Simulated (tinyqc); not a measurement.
A ladder of methods, and size consistency: correlation methods against full CI in the 3-21g basis, for He, spin multiplicity 1. Computed by the program tinyqc with PySCF. 

Geometry (angstrom):

| atom | x | y | z |
|---|---|---|---|
| He | 0.0000 | 0.0000 | 0.0000 |

RHF energy of one = -2.835680 hartree

All electrons correlated; +Q is the Davidson correction (1 - c0^2) E_corr. The last columns treat two copies 100 angstrom apart as one system. FCI is the lowest singlet.

Correlation energies (hartree):

| method | E_corr of one | share of FCI (%) | E_corr of two at 100 angstrom | two minus twice one (mhartree) |
|---|---|---|---|---|
| MP2 | -0.01150 | 77.175 | -0.02299 | 0.000 |
| CISD | -0.01490 | 100.000 | -0.02970 | 0.095 |
| CISD+Q | -0.01494 | 100.322 | -0.02989 | 1.83e-03 |
| CCSD | -0.01490 | 100.000 | -0.02979 | 0.000 |
| CCSD(T) | -0.01490 | 100.000 | -0.02979 | 0.000 |
| FCI | -0.01490 | 100.000 | - | - |

MP2 recovers 77 %, CISD 100.0 % and CCSD 100.0 % of the FCI value (c0^2 = 0.997 in CISD). MP2 and coupled cluster are size consistent, so their last column vanishes; CISD loses 0.10 mhartree, since a double excitation on each copy is a quadruple of the pair, and the Davidson correction leaves +0.00. With two electrons, or one virtual orbital, CISD and CCSD are exact for one copy, so +Q overshoots there.
